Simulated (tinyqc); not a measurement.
## Ballistic Schottky-barrier transistor with a two-dimensional channel, WKB contacts: barrier height from the temperature dependence

Source Fermi level 0, drain Fermi level -Vd. Far from the contacts Ec = pn - psi, and the gate moves psi one to one; the band edges relax as exp(-x/lam) from pn at the source and pn - Vd at the drain; Ev = Ec - Eg. A carrier of energy w inside the channel band meets at a contact a barrier of height D (the contact edge beyond the channel edge): T = 1 for w >= D, else exp(-S), S = 4 lam sqrt(m/C) [sqrt(D - w) - sqrt(w) arctan sqrt((D - w)/w)], C = hbar^2/(2 m0). The two contacts combine as Ts Td/(Ts + Td - Ts Td).

I/W = g (2 q^2/h) int T(w) [N(Es + w) - N(Ed + w)] dw with w the energy of motion along the channel, N(y) = (1/2 pi) sqrt(pi m kB T/C) Fm(-y/kB T), Fm(x) = (1/sqrt(pi)) int_0^infinity u^(-1/2)/(1 + exp(u - x)) du. Electrons: Ds = psi, Dd = psi - Vd, Es = Ec, Ed = Ec + Vd. Holes: Ds = -psi, Dd = Vd - psi, Es = -Ev, Ed = -Ev - Vd. The size of each current is taken; both flow from drain to source and add. The integrals are converged. The apparent barrier is -d ln(I_e/T^1.5)/d(q/kB T), taken between T - 10 K and T + 10 K for the electron current.

Values chosen for this exercise; channel values close to those of a tungsten diselenide layer: temperature T = 300 K; barrier for electrons at both contacts pn = 0.96 eV; electron mass mn = 0.35 m0; valleys or subbands g = 2; screening length at the contacts lam = 1 nm; drain bias Vd = 0.7 V.

Constants: q = 1.602176634e-19 C, kB = 1.380649e-23 J/K, hbar = 1.054571817e-34 J s, h = 6.62607015e-34 J s, m0 = 9.1093837015e-31 kg, Vt = kB T/q, hbar^2/(2 m0) = 0.0380998212 eV nm^2. Results are converted to the units shown.

Barrier height from the temperature dependence:
```
ps (V)  electrons (uA/um)  Ec (eV)  apparent barrier (eV)
-0.25            2.59e-18     1.21                   1.21
-0.18            3.89e-17     1.14                   1.14
-0.11            5.83e-16     1.07                   1.07
-0.04            8.74e-15     1.00                   1.00
0                4.11e-14     0.96                   0.96
0.1              5.57e-13     0.86                   0.88
0.17             3.49e-12     0.79                   0.82
0.24             2.40e-11     0.72                   0.76
0.31             1.78e-10     0.65                   0.69
0.38              1.40e-9     0.58                   0.62
0.45              1.15e-8     0.51                   0.55
```

What does the comparison show?

For psi < 0 the channel edge is the highest point, and the apparent barrier follows Ec one to one (1.21 eV against 1.21). At flat band it is 0.960 eV (psi = 0 V), near pn = 0.96 eV. Beyond, the top stays at pn but tunnelling lowers the apparent value to 0.554 eV in the last row, so only the point where the line bends gives the true barrier.

Range of the model: No scattering, image-force lowering, channel charge or band-to-band tunnelling; parabolic kappa overstates S deep in the gap.

Program tinyqc, `OMP_NUM_THREADS=1 python tinyqc.py 2390119 2390120 out.jsonl`; Intel Xeon 2.30GHz, shared host, one thread, about 0.2 s.
